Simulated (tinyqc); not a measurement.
Inputs raised by 5 %, one at a time: anisotropic wet etching of Si(100): plane rates, V-grooves, membranes and undercut. Computed by tinyqc, a small Python program. Command: `OMP_NUM_THREADS=1 python tinyqc.py 3006072 3006073 out.jsonl wetetch sens`. One thread of a shared host (Intel(R) Xeon(R) Processor @ 2.30GHz), about 0.01 s of CPU time with the checks.

A long slot opens the mask on a (100) wafer. The floor etches at R100; (111) walls stand at theta = arctan(sqrt2) = 54.7356 degrees to the surface and recede at R111 along their normal.

Inputs (values chosen for the exercise, close to those used for tetramethylammonium hydroxide solutions):
```
quantity,value,unit
prefactor k0 of the (100) rate,6.6e+08,um/min
"activation energy of (100), E",0.624,eV
ratio (100)/(111) at 80 C,31,-
"extra energy of (111), dE",0.14,eV
ratio (100)/oxide at 80 C,4500,-
"extra energy of the oxide, dE_ox",0.29,eV
"corner undercut rate over (100) rate, c",2.1,-
bath temperature T,90,C
"width w (mask opening along <110>, or membrane width in the design step)",21,um
misalignment of the mask,2,degrees
etch time t,11,min
wafer thickness d,300,um
membrane thickness wanted,34,um
```

Constants: k_B = 8.617333262e-05 eV/K.

Method:
- R100 = k0 exp(-E/(k_B T)); a ratio given at 80 C scales as exp[(extra energy/k_B)(1/T - 1/353.15 K)]; R111 and R_ox follow by division.
- Temperatures in kelvin are T(C) + 273.15.
- A misaligned edge exposes ledges and adds R100 sin(misalignment) to the lateral rate (a simple estimate): u = R111/sin(theta) + R100 sin(misalignment). Top width W = w + 2 u t; floor width b = W - 2 z/tan(theta) = W - sqrt2 z. The floor lasts until b = 0, at t_V = w/(sqrt2 R100 - 2u); depth z = R100 t before t_V and W/sqrt2 after.
- Etch depth d - membrane, time = depth/R100; for a membrane as wide as w the opening must be w + sqrt2 depth - 2 u time; oxide mask consumed R_ox x time; a 1 K error changes the depth by the fraction E/(k_B T^2); a convex mask corner, such as that of a mesa, would retreat by c x depth.

Runs:
```
input moved,from,to,depth z (um),time t_V to close the V (min),oxide consumed (nm),opening needed (um)
base run,-,-,15.89,11.59,76.85,354.8
prefactor k0 of the (100) rate (um/min),660000000,693000000,16.68,11.04,76.85,354.8
"activation energy of (100), E (eV)",0.624,0.6552,5.86,31.40,76.85,354.8
ratio (100)/(111) at 80 C,31,32.55,15.89,11.55,76.85,355.9
"width w (mask opening along <110>, or membrane width in the design step) (um)",21,22.05,15.89,12.17,76.85,355.8
etch time t (min),11,11.55,16.68,11.59,76.85,354.8
misalignment of the mask (degrees),2,2.1,15.89,11.62,76.85,353.8
ratio (100)/oxide at 80 C,4500,4725,15.89,11.59,73.19,354.8
```

Exponents ln(y'/y) / ln(x'/x):
```
input,depth z,time t_V to close the V,oxide consumed,opening needed
prefactor k0 of the (100) rate,1.000,-1.000,0,0.000
"activation energy of (100), E",-20.434,20.434,0,0.000
ratio (100)/(111) at 80 C,0.000,-0.070,0,0.066
"width w (mask opening along <110>, or membrane width in the design step)",0.000,1.000,0,0.061
etch time t,1.000,0.000,0,0.000
misalignment of the mask,0.000,0.057,0,-0.054
ratio (100)/oxide at 80 C,0.000,0.000,-1,0.000
```

Among the inputs moved here: depth z answers most in size to activation energy of (100), E (exponent -20.434), next to prefactor k0 of the (100) rate (+1.000); its exponent is below 0.0005 for ratio (100)/(111) at 80 C, width w (mask opening along <110>, or membrane width in the design step), misalignment of the mask, ratio (100)/oxide at 80 C. Its exponent +1.000 in prefactor k0 of the (100) rate: the floor is still open. Its exponent 0.000 in width w (mask opening along <110>, or membrane width in the design step): the floor is still open. Time t_V to close the V answers most in size to activation energy of (100), E (exponent +20.434), next to prefactor k0 of the (100) rate (-1.000); its exponent is below 0.0005 for etch time t, ratio (100)/oxide at 80 C. Its exponent +1.000 in width w (mask opening along <110>, or membrane width in the design step): the floor shrinks at a constant rate. Oxide consumed answers most in size to ratio (100)/oxide at 80 C (exponent -1.000); its exponent is below 0.0005 for prefactor k0 of the (100) rate, activation energy of (100), E, ratio (100)/(111) at 80 C, width w (mask opening along <110>, or membrane width in the design step), etch time t, misalignment of the mask. Its exponent 0.000 in prefactor k0 of the (100) rate: rate and time cancel at fixed selectivity. Opening needed answers most in size to ratio (100)/(111) at 80 C (exponent +0.066), next to width w (mask opening along <110>, or membrane width in the design step) (+0.061); its exponent is below 0.0005 for prefactor k0 of the (100) rate, activation energy of (100), E, etch time t, ratio (100)/oxide at 80 C.

Caution (all rows): the remaining silicon is too narrow for its thickness to act as a membrane. Caution (all rows): rates also depend on concentration, doping, additives and stirring, all held fixed here.
